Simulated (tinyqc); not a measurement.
# Transfer-length model of a contact: what changes with what

A metal contact of length d and width W on a thin layer of the same width. The metal has no resistance, the sheet resistance under it equals Rsh, and current enters the layer at the front edge x = 0.

Values chosen for this exercise: sheet resistance of the semiconductor layer Rsh = 200 ohm/sq; specific contact resistivity rc = 1.5e-6 ohm cm^2; contact length d = 0.37 um; contact width W = 28 um.

Each table varies one quantity; the others keep the values above.

## Effect of the contact resistivity

Transfer length Lt = sqrt(rc/Rsh); front resistance Rc = (Rsh Lt/W) coth(d/Lt); end resistance Re = (Rsh Lt/W)/sinh(d/Lt).

Results:
```
rc (ohm cm^2)  Lt (um)     d/Lt  Rc W (ohm um)
3.8e-8          0.1378    2.684          27.83
9.6e-8          0.2191    1.689          46.91
6.1e-7          0.5523   0.6700          188.8
1.6e-6          0.8944   0.4137          456.8
3.9e-6           1.396   0.2650           1079
9.9e-6           2.225   0.1663           2700
2.5e-5           3.536   0.1047           6781
6.3e-5           5.612  0.06592        1.705e4
```

Estimate the missing row, rc = 2.4e-7 ohm cm^2.

Computed row:
```
rc (ohm cm^2)  Lt (um)   d/Lt  Rc W (ohm um)
2.4e-7          0.3464  1.068          87.84
```

With this row back in the table: Rc W rises from 27.8 to 17100 ohm um, as rc^(0.56) between the first two rows (d/Lt = 2.7) and rc^(1.00) between the last two (d/Lt = 0.066); a long contact gives the power 1/2 and a short one 1.

## Effect of the contact length

Same model as above.

Results:
```
d (um)    d/Lt  Rc W (ohm um)  rc/d (ohm um)    Re/Rc
0.11    0.1270           1371           1364   0.9920
0.17    0.1963          893.7          882.4   0.9810
0.27    0.3118          573.4          555.6   0.9533
0.68    0.7852          264.2          220.6   0.7550
1.1      1.270          202.9          136.4   0.5205
1.7      1.963          180.2          88.24   0.2754
2.7      3.118          173.9          55.56  0.08835
4.2      4.850          173.2          35.71  0.01566
```

Estimate the missing row, d = 0.43 um.

Computed row:
```
d (um)    d/Lt  Rc W (ohm um)  rc/d (ohm um)   Re/Rc
0.43    0.4965          377.0          348.8  0.8882
```

With this row back in the table: Rc W falls from 1370 to 173 ohm um, as d^(-0.98) between the first two rows. It levels off at sqrt(rc Rsh) = 173 ohm um and, among the rows, is within 5 % of that from d = 1.7 um on (Lt = 0.866 um): metal beyond two transfer lengths lowers Rc by less than 4 %.

Numbers from tinyqc (`OMP_NUM_THREADS=1 python tinyqc.py 2760085 2760086 out.jsonl`; about 0.01 s on one thread of a shared Intel Xeon 2.30GHz).
